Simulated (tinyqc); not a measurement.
Worked calculation: Pariser-Parr-Pople SCF with singles CI, for the molecule [CH2+]c1ccccc1 (SMILES; centres numbered as the heavy atoms are written). One step of it, computed by the program tinyqc.

Question. Singles CI, triplets. Over the 9 single excitations with the smallest orbital gaps: A = (e_a - e_i) delta - (ij|ab), with (pq|rs) = sum c_mp c_mq gamma_mn c_nr c_ns.

orbital energies (eV): -20.646591  -17.599118  -16.783240  -8.798139  -5.214982  -4.863897  -2.044386

coefficients:
```
         MO1        MO2        MO3        MO4        MO5        MO6        MO7
1C  0.312084  -0.381523   0.000000   0.724787   0.000000  -0.452189   0.165082
2C  0.584181  -0.467408   0.000000  -0.071278   0.000000   0.550705  -0.363188
3C  0.390792  -0.003811   0.506852  -0.392197  -0.493053  -0.215790   0.383254
4C  0.303171   0.407651   0.493053   0.023597   0.506852  -0.251050  -0.422286
5C  0.268466   0.550983   0.000000   0.401063   0.000000   0.522558   0.436378
6C  0.303171   0.407651  -0.493053   0.023597  -0.506852  -0.251050  -0.422286
7C  0.390792  -0.003811  -0.506852  -0.392197   0.493053  -0.215790   0.383254
```

repulsion gamma_rs (eV):
```
           1C         2C         3C         4C         5C         6C         7C
1C  11.130000   7.553862   5.239602   3.670230   3.276555   3.670230   5.239602
2C   7.553862  11.130000   7.554960   5.239602   4.668463   5.239602   7.554960
3C   5.239602   7.554960  11.130000   7.553862   5.239602   4.669500   5.240702
4C   3.670230   5.239602   7.553862  11.130000   7.554960   5.240702   4.669500
5C   3.276555   4.668463   5.239602   7.554960  11.130000   7.554960   5.239602
6C   3.670230   5.239602   4.669500   5.240702   7.554960  11.130000   7.553862
7C   5.239602   7.554960   5.240702   4.669500   5.239602   7.553862  11.130000
```

Give: triplet CI matrix; triplet excitation energies.

Answer.

triplet CI matrix (eV):
```
        3>4     2>4     3>5     1>4     3>6     2>5     2>6     3>7
3>4   2.361   0.000   0.000   0.000  -0.745  -0.248   0.000   0.483
2>4   0.000   2.833  -0.248   0.901   0.000   0.000  -0.430   0.000
3>5   0.000  -0.248   4.421  -0.653   0.000   0.000   0.179   0.000
1>4   0.000   0.901  -0.653   5.459   0.000   0.000  -1.034   0.000
3>6  -0.745   0.000   0.000   0.000   5.750   0.179   0.000  -0.154
2>5  -0.248   0.000   0.000   0.000   0.179   6.011   0.000   0.719
2>6   0.000  -0.430   0.179  -1.034   0.000   0.000   6.162   0.000
3>7   0.483   0.000   0.000   0.000  -0.154   0.719   0.000   7.909
1>5  -0.653   0.000   0.000   0.000   0.029  -0.438   0.000   1.225

        1>5
3>4  -0.653
2>4   0.000
3>5   0.000
1>4   0.000
3>6   0.029
2>5  -0.438
2>6   0.000
3>7   1.225
1>5   8.870
```

triplet excitation energies (eV): 2.062  2.549  4.071  5.043  5.401  6.115  7.212  7.606  9.716
